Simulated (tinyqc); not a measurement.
Minority-electron transport through the base of a bipolar transistor (Moll-Ross and Kroemer integrals): one step, computed by the program tinyqc.

Low injection, one dimension, x from the emitter edge (0) to the collector edge (W), s = x/W. Recombination is treated as a small correction (valid for tau_B well below tau_n), computed from the stored charge.

Problem. Gain and speed. Emitter-limited gain beta_E = G_E/G_B; recombination-limited gain beta_R = tau_n/tau_B; 1/beta = 1/beta_E + 1/beta_R; f_T from the base alone = 1/(2 pi tau_B).

Inputs (values chosen for the exercise, modelled on SiGe): electron lifetime tau_n = 3.3 ns; emitter Gummel number G_E = 1e+14 s/cm^4; temperature T = 300 K.

Base doping profile: exponential. Gap grading: linear. Exit of the base: saturation velocity.

base Gummel number G_B = 1.010830e+13 s/cm^4

base transit time tau_B = 50.26631 ps

Give: beta_E; beta_R; current gain beta; f_T from the base alone.

Solution.

beta_E = 9.893

beta_R = 65.65

current gain beta = 8.597

f_T from the base alone = 3.166 GHz

The gain is limited mainly by hole injection into the emitter (87 % of the base current).
